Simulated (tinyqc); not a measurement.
# Frequency dispersion of an accumulation capacitance by border traps, distributed model: two studies

Traps spread evenly through the insulator exchange electrons with the semiconductor by tunnelling, with tau(x) = t0 exp(2 ka x) at depth x from the interface. The admittance per area Y seen at depth x obeys dY/dx = -Y^2/(i w eps0 eox) + q Nb ln(1 + i w tau)/tau, with Y(0) = i w Cs and w = 2 pi f; the gate sees Y(tox) = G + i w C. Working variable y = Y/(i w), in uF/cm^2. Cox = eps0 eox/tox.

Values chosen for this exercise; permittivity close to that of zirconium oxide: relative permittivity of the insulator eox = 22.1; insulator thickness tox = 4.2 nm; semiconductor capacitance in accumulation Cs = 1 uF/cm^2; density of border traps Nb = 6.9e18 cm^-3 eV^-1; decay constant of the wave function in the insulator ka = 5.1 1/nm; time constant of a trap at the interface t0 = 3e-11 s; frequency f = 1000 Hz.

Constants: q = 1.602176634e-19 C, eps0 = 8.8541878128e-14 F/cm where lengths are in cm. Results are converted to the units shown.

Each table varies one quantity; the others keep the values above.

## Capacitance and loss against frequency

Cox; trap-free value 1/(1/Cox + 1/Cs); response depth d = ln(1/(w t0))/(2 ka), where w tau = 1; lumped estimate: all traps within d act as C_bt = q Nb d placed at d/2, so C = 1/{1/[1/(1/Cs + d/(2 eps0 eox)) + C_bt] + (tox - d/2)/(eps0 eox)}. C and G from a fine integration; dispersion -d C/d log10 f over C, from f times and over 1.1. For a broad spread of time constants G/w is close to -(pi/2) dC/d ln w.

The same in every row: trap-free C (uF/cm^2) = 0.8233.

Results:
```
f (Hz),d (nm),C (uF/cm^2),G/w (uF/cm^2),dispersion (% a decade),-(pi/2) dC/d ln w (uF/cm^2),lumped C (uF/cm^2)
10,1.970,0.9906,0.01355,2.005,0.01355,0.9812
100,1.744,0.9710,0.01328,2.004,0.01327,0.9620
10000,1.292,0.9328,0.01277,2.007,0.01277,0.9244
1e5,1.067,0.9142,0.01254,2.011,0.01254,0.9061
1e6,0.8408,0.8960,0.01232,2.016,0.01232,0.8881
1e7,0.6151,0.8781,0.01211,2.022,0.01211,0.8703
```

Estimate the missing row, f = 1000 Hz.

Computed row:
```
f (Hz),d (nm),C (uF/cm^2),G/w (uF/cm^2),dispersion (% a decade),-(pi/2) dC/d ln w (uF/cm^2),lumped C (uF/cm^2)
1000,1.518,0.9517,0.01302,2.005,0.01302,0.9430
```

With this row back in the table: C falls from 0.9906 to 0.8781 uF/cm^2, towards the trap-free 0.8233; each decade of frequency removes ln 10/(2 ka) = 0.226 nm from the response depth. The dispersion goes from 2.005 through a minimum of 2.004 (at f = 100 Hz among the rows listed) to 2.022 % a decade and G/w falls from 0.0136 to 0.0121 uF/cm^2. G/w stays at 1.00 times -(pi/2) dC/d ln w, the relation for a broad spread of time constants.

## Effect of the decay constant of the wave function in the insulator

Same model as above.

The same in every row: trap-free C (uF/cm^2) = 0.8233.

Effect of the decay constant of the wave function in the insulator:
```
ka (1/nm),d (nm),C (uF/cm^2),G/w (uF/cm^2),dispersion (% a decade),-(pi/2) dC/d ln w (uF/cm^2),lumped C (uF/cm^2)
2.5,3.097,1.106,0.03071,4.117,0.03106,1.083
3.2,2.419,1.037,0.02268,3.206,0.02267,1.021
3.9,1.985,0.9947,0.01780,2.622,0.01779,0.9826
4.6,1.683,0.9667,0.01466,2.222,0.01465,0.9568
5.3,1.461,0.9465,0.01246,1.930,0.01246,0.9383
6,1.290,0.9314,0.01084,1.706,0.01084,0.9242
6.7,1.156,0.9196,0.009596,1.530,0.009595,0.9133
7.4,1.046,0.9101,0.008608,1.386,0.008607,0.9044
```

As ka goes from 2.5 to 7.4, C falls from 1.11 to 0.910 uF/cm^2, the dispersion falls from 4.12 to 1.39 % a decade and G/w falls from 0.0307 to 0.00861 uF/cm^2. The lumped estimate is 2.1 % below C in the first row and 0.62 % below it in the last.

Numbers from tinyqc (`OMP_NUM_THREADS=1 python tinyqc.py 2202132 2202133 out.jsonl`; about 0.3 s on one thread of a shared Intel Xeon 2.30GHz).
